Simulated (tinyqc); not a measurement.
Worked calculation: sheet resistance and Hall data of a diffused or implanted layer. Computed by tinyqc, a small Python program that keeps every step. Command: `OMP_NUM_THREADS=1 python tinyqc.py 3017238 3017239 out.jsonl layer walk`. One thread of a shared host (Intel(R) Xeon(R) Processor @ 2.30GHz), about 0.01 s of CPU time with the checks. Intermediate numbers are printed to about 5 digits and carried at full precision; extremes and crossings named in words are read from the listed rows.

Carriers are taken equal to the net active doping down to the junction (full ionisation, which deep dopants in wide-gap hosts do not reach; no spill-over, no depletion), and the Hall factor is 1.

Inputs (values chosen for the exercise, modelled on arsenic in silicon):

| quantity | value | unit |
|---|---|---|
| mu_min | 54.3 | cm^2/(V s) |
| mu_max | 1420 | cm^2/(V s) |
| N_ref | 9.5e+16 | 1/cm^3 |
| exponent alpha | 0.67 | - |
| peak concentration N_0 | 3.4e+20 | 1/cm^3 |
| length scale l | 460 | nm |
| background doping N_B (opposite type) | 2.1e+16 | 1/cm^3 |
| probe current I | 1 | mA |
| magnetic field B | 1 | T |
| solubility limit N_s | 2.2e+20 | 1/cm^3 |

Profile: box. Activation: limited by solubility.

Constants: e = 1.602176634e-19 C.

## Dose and junction depth

N(x) = N_0 down to x_j = l, dose N_0 l.

dose = 1.5640e+16 1/cm^2

junction depth x_j = 460 nm

## Sheet values

Mobility mu = mu_min + (mu_max - mu_min)/(1 + (N_t/N_ref)^alpha), N_t = active doping + N_B; carriers n = active doping - N_B, active doping min(N, N_s). Integrals from x_0 (0 unless stated) to x_j by the midpoint rule on 400 even intervals: 1/R_s = e int n mu dx; sheet density n_s = int n dx; Hall sheet density (int n mu dx)^2/int n mu^2 dx; Hall mobility int n mu^2 dx/int n mu dx. Mean conductivity 1/(R_s x_j); mean mobility 1/(e n_s R_s).

sheet resistance R_s = 9.9709 ohm

sheet density n_s = 1.0119e+16 1/cm^2

mean mobility = 61.861 cm^2/(V s)

Hall sheet density = 1.0119e+16 1/cm^2

Hall mobility = 61.861 cm^2/(V s)

mean conductivity 1/(R_s x_j) = 2180.3 S/cm

Carriers amount to 64.7 % of the dose, the rest being above the solubility limit or compensated. A Hall measurement reports 100.0 % of n_s, exactly n_s for a uniform layer.

## What the probes read

Collinear four-point probe on a large thin layer: V = I R_s ln(2)/pi. Van der Pauw on a symmetric sample: R = R_s ln(2)/pi as well. Hall voltage V_H = I B/(e x Hall sheet density); tangent of the Hall angle V_H/(I R_s).

four-point voltage = 2.1999 mV

Hall voltage = 0.061681 mV

tangent of the Hall angle = 0.0061861

## Shortcuts against the integral

Shortcuts: R_s = 1/(e Q mu) with the dose Q and the mobility at the (active) peak concentration; 1/(e n_s mu) with mu at N_t = n_s/x_j + N_B; 1/(e Q mu_max).

Sheet resistances:

| method | R_s (ohm) | deviation (%) |
|---|---|---|
| integral | 9.9709 | 0.000 |
| dose, mobility at the peak | 6.4512 | -35.300 |
| n_s, mobility at the mean concentration | 9.9708 | -0.001 |
| dose, mu_max | 0.2810 | -97.181 |

The closest shortcut is «n_s, mobility at the mean concentration» (0.0 %). Counting inactive dopants as carriers underestimates R_s.

Checks made by the program: conductance integral against adaptive quadrature (relative difference below 1e-10).
